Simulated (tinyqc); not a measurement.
Wide-gap-emitter heterojunction bipolar transistor, Gummel numbers and transit times: two steps of the calculation.

One-dimensional n-p-n transistor in the forward active mode at low injection. In the base p(x) = NB exp(-eta x/wb) and ni(x)^2 = ni^2 exp((g0 + g1 x/wb)/Vt); electrons leave the base at vsat; band spikes at the emitter junction and recombination inside the emitter are ignored.

Parameters, values chosen for the exercise; band and dielectric values close to those of gallium arsenide:
```
symbol    value    unit                                             meaning
T           400       K                                         temperature
Eg          1.4      eV                                            band gap
eps_r        13                                       relative permittivity
Nc      6.65e17   cm^-3              conduction-band density of states at T
Nv      1.36e19   cm^-3                 valence-band density of states at T
vsat      8.1e6    cm/s                                 saturation velocity
wb           87      nm                                  neutral base width
NB       2.7e19   cm^-3                     base doping at the emitter edge
eta           0                              doping falls as exp(-eta x/wb)
g0            0      eV       gap reduction at the emitter edge of the base
g1        0.037      eV      further gap reduction across the base (linear)
Dn           18  cm^2/s          electron diffusion coefficient in the base
NE       3.8e17   cm^-3                                      emitter doping
gE        -0.23      eV  gap reduction in the emitter (negative: wider gap)
we          140      nm                               neutral emitter width
Dp          1.3  cm^2/s           hole diffusion coefficient in the emitter
Se          3e5    cm/s       recombination velocity at the emitter contact
tb        2e-10       s                       electron lifetime in the base
NC       1.6e17   cm^-3                                    collector doping
VCB         0.3       V                         collector-base reverse bias
```

Constants: q = 1.602176634e-19 C, kB = 1.380649e-23 J/K, Vt = kB T/q, eps0 = 8.8541878128e-14 F/cm where lengths are in cm. Results are converted to the units shown.

Problem 1. Base Gummel number and transit time. f(x) = p(x) ni^2/ni(x)^2; I(x) = integral from x to wb of f/Dn, plus f(wb)/vsat; base Gummel number GB = I(0); electron density per unit flux n/(J/q) = I/f; base transit time tauB = integral of I/f over the base. Trapezoid rule on 12 equal steps.

Find: x; f; I; I/f; GB; tauB.

Solution 1.

```
point,x (nm),f (cm^-3),I (s/cm^4),I/f (s/cm)
0,0.00,2.700e19,9.146e12,3.388e-7
1,7.25,2.469e19,8.105e12,3.283e-7
2,14.50,2.258e19,7.153e12,3.168e-7
3,21.75,2.065e19,6.283e12,3.043e-7
4,29.00,1.888e19,5.487e12,2.906e-7
5,36.25,1.726e19,4.759e12,2.757e-7
6,43.50,1.579e19,4.094e12,2.593e-7
7,50.75,1.444e19,3.485e12,2.414e-7
8,58.00,1.320e19,2.928e12,2.219e-7
9,65.25,1.207e19,2.420e12,2.004e-7
10,72.50,1.104e19,1.954e12,1.770e-7
11,79.75,1.009e19,1.529e12,1.514e-7
12,87.00,9.230e18,1.139e12,1.235e-7
```

GB = 9.146e12 s/cm^4
tauB = 2.174 ps

Problem 2. Gain, Early voltage and collector delay. ni = sqrt(Nc Nv) exp(-Eg/(2 Vt)), Eg in volts; GE = NE exp(-gE/Vt)(we/Dp + 1/Se); JC = J0 exp(VBE/Vt), J0 = q ni^2/GB; gain limited by back injection GE/GB, by base recombination tb/tauB, together 1/beta = the sum of the inverses; collector layer one-sided, Wc = sqrt(2 eps0 eps_r (Vbc + VCB)/(q NC)), Vbc = Vt ln(p(wb) NC/ni^2), Cjc = eps0 eps_r/Wc; Early voltage VA = GB q p(wb)/(f(wb) Cjc [1/Dn - (eta + g1/Vt)/(wb vsat)]), f(wb) = p(wb) exp(-(g0 + g1)/Vt), p(wb) = NB exp(-eta); tauC = Wc/(2 vsat).

GB = 9.1463499e12 s/cm^4
tauB = 2.1738705 ps

Wanted: ni; GE; J0; GE/GB; tb/tauB; beta; Wc; Cjc; VA; tauC.

Solution 2.

ni = 4.5558e9 cm^-3
GE = 4.2360e15 s/cm^4
J0 = 3.6358e-13 A/cm^2
GE/GB = 463.13
tb/tauB = 92.002
beta = 76.754
Wc = 122.63 nm
Cjc = 0.93864 fF/um^2
VA = 1132.6 V
tauC = 0.75697 ps

The gain is limited more by recombination in the base. beta VA = 86900 V.

Range of the model: Heavy doping makes emitter or base degenerate; gE and g0 are to be read as apparent gap changes that include this.

Computed by the program tinyqc: `OMP_NUM_THREADS=1 python tinyqc.py 2320063 2320064 out.jsonl`, one thread of a shared Intel Xeon 2.30GHz, about 0.01 s for the whole run.
